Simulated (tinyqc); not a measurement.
Precursor delivery by bubblers, mass-transport growth and the solid composition of a III-V alloy: one step, computed by the program tinyqc.

1 sccm = 44.615 micromol/min; 1 torr = 133.322 Pa. The sources decompose fully at the surface.

Problem. Mass transport. Mean velocity u = (F_t/A)(760/p)(T/273); D = D0 (T/273)^1.75 (760/p); boundary layer delta = sqrt(pi D z/u); flux = D dp/(delta k_B T); growth rate = flux x a^3/4.

Inputs (values chosen for the exercise, modelled on trimethylgallium (source 1) and trimethylindium (source 2) for the vapour pressures):
```
quantity                           value      unit
total flow F_t                       7.4       slm
reactor pressure p                    40      torr
growth temperature T                 940         K
diffusivity at 273 K and 760 torr   0.34    cm^2/s
flow cross-section A                  30      cm^2
distance from the leading edge z      11        cm
lattice constant a                  5.51  angstrom
```

Constants: k_B = 1.380649e-23 J/K.

Give: velocity u; D; boundary layer delta; growth rate per torr of group III.

Solution.

velocity u = 269.0 cm/s

D = 56.22 cm^2/s

boundary layer delta = 2.688 cm

growth rate per torr of group III = 323.5 micrometre/(h torr)

Caution: the boundary layer is a quarter or more of the root of the cross-section, so it fills much of the channel and depletion along the flow matters.
